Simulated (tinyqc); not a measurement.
Worked calculation: out-diffusion of a doped substrate or buried layer into a growing epitaxial film. Computed by tinyqc, a small Python program that keeps every step. Command: `OMP_NUM_THREADS=1 python tinyqc.py 3022698 3022699 out.jsonl buried walk`. One thread of a shared host (Intel(R) Xeon(R) Processor @ 2.30GHz), about 0.01 s of CPU time with the checks. Intermediate numbers are printed to about 7 digits and carried at full precision; extremes and crossings named in words are read from the listed rows.

x is counted from the original substrate surface into the film, whose surface moves as x = v t. Substrate dopant has one diffusivity; the dopant of the film is taken as uniform.

Inputs (values chosen for the exercise, modelled on boron in silicon):
```
quantity                                            value    unit
prefactor D0                                         1.18  cm^2/s
activation energy E                                   3.5      eV
substrate concentration C_s                         6e+19  1/cm^3
film doping C_e                                   1.9e+15  1/cm^3
growth rate v                                        0.18  um/min
film thickness d                                      7.6      um
growth temperature T                                 1000       C
autodoping level at the start, as a share of C_s    1e-05       -
decay length of autodoping                           0.13      um
later thermal budget (Dt)2                        1.8e-10    cm^2
```

Film doping: same type as the substrate.

Constants: k_B = 8.617333262e-05 eV/K.

## Scales

D = D0 exp(-E/(k_B T)); growth time t = d/v; l = 2 sqrt(D t); growth number G = v t/l = d/l; 1 um = 1e-4 cm. Temperatures in kelvin are T(C) + 273.15.

diffusivity D = 1.648518e-14 cm^2/s

growth time t = 42.22222 min

length l = 0.1292478 um

growth number G = 58.80179

The surface outruns diffusion, so the film acts as an infinite medium.

## Moving boundary against the simple erfc

For a surface that grows from dopant-free material and loses none by evaporation, with u = x/l and s = G - u: C/C_s = (1/2) [erfc(u) + (1 + 4 G (G + s)) exp(4 G s) erfc(G + s) - (4G/sqrt(pi)) exp(-u^2)]; for large G it tends to (1/2) erfc(u). Early in the growth G = sqrt(v x_s/(4 D)) for the thickness x_s reached so far; rows give C at the interface (u = 0) and at the surface (u = G).

The first stage of growth:
```
G     C/C_s at the interface  C at the surface (1/cm^3)  simple erfc there (1/cm^3)     ratio  thickness x_s (nm)
0.10               0.8240326               4.761436e+19                2.662611e+19  1.788258        2.198024e-02
0.25               0.6796730               3.294776e+19                2.171021e+19  1.517616        1.373765e-01
0.50               0.5771858               1.679153e+19                1.438500e+19  1.167294        5.495061e-01
0.75               0.5380755               7.895759e+18                8.665331e+18  0.911189        1.236389e+00
1.00               0.5209014               3.407407e+18                4.718976e+18  0.722065        2.198024e+00
1.50               0.5079422               4.815756e+17                1.016846e+18  0.473598        4.945555e+00
2.00               0.5037327               4.593865e+16                1.403320e+17  0.327357        8.792097e+00
2.50               0.5020203               2.888500e+15                1.220856e+16  0.236596        1.373765e+01
3.00               0.5012072               1.176172e+14                6.627149e+14  0.177478        1.978222e+01
```

At the interface the value falls from 0.824 towards 1/2 as G grows; among these rows it is within 1 % of 1/2 from G = 2 on. At the surface the ratio to the simple erfc goes from 1.788 to 0.177: a fixed wall would double the value, while fresh undoped material dilutes a fast-moving surface. The surface value drops below C_e = 1.9e15 by the row at 19.8 nm; the finished film has G = 58.8. Caution: rows with a thickness or a length l = x_s/G below about 1 nm are formal for a continuum model.

## Transition width

After growth and the later budget: l2 = 2 sqrt(D t + (Dt)2); C(x) = (C_s/2) erfc(x/l2) + share x C_s exp(-x/decay length) for x > 0 (autodoping taken as unchanged by the later budget). The transition x_t solves C(x) = C_e, where the total doping is twice the intended value. Usable film = d - x_t. Also give x_t for the erfc term alone, after growth and after the later budget.

length l2 = 0.2978338 um

x_t after growth, erfc alone = 0.3655710 um

x_t after the later budget, erfc alone = 0.8424085 um

x_t with autodoping = 0.8424326 um

usable film = 6.757567 um

Solid-state diffusion sets the transition. The later budget is 4.3 times that of the growth. Caution: the substrate doping is comparable to or above the intrinsic density at growth temperature, so the diffusivity may be higher on that side.

## Profile in the film

Positions are 0.05, 0.2, 0.4, 0.6, 0.8, 1, 1.25 and 1.5 of x_t with autodoping (any beyond the film thickness are formal); net doping = C + C_e.

Concentrations (1/cm^3):
```
x/x_t    x (um)     diffusion    autodoping    net doping
0.05   0.042122  2.524424e+19  4.339447e+14  2.524658e+19
0.20   0.168487  1.271081e+19  1.641662e+14  1.271287e+19
0.40   0.336973  3.287561e+18  4.491758e+13  3.289506e+18
0.60   0.505460  4.917322e+17  1.228992e+13  4.936445e+17
0.80   0.673946  4.121125e+16  3.362649e+12  4.311461e+16
1.00   0.842433  1.899080e+15  9.200557e+11  3.800000e+15
1.25   1.053041  1.718251e+13  1.820664e+11  1.917365e+15
1.50   1.263649  5.911394e+10  3.602845e+10  1.900095e+15
```

Checks made by the program: conservation of dopant by the moving-boundary solution (relative difference below 1e-10).
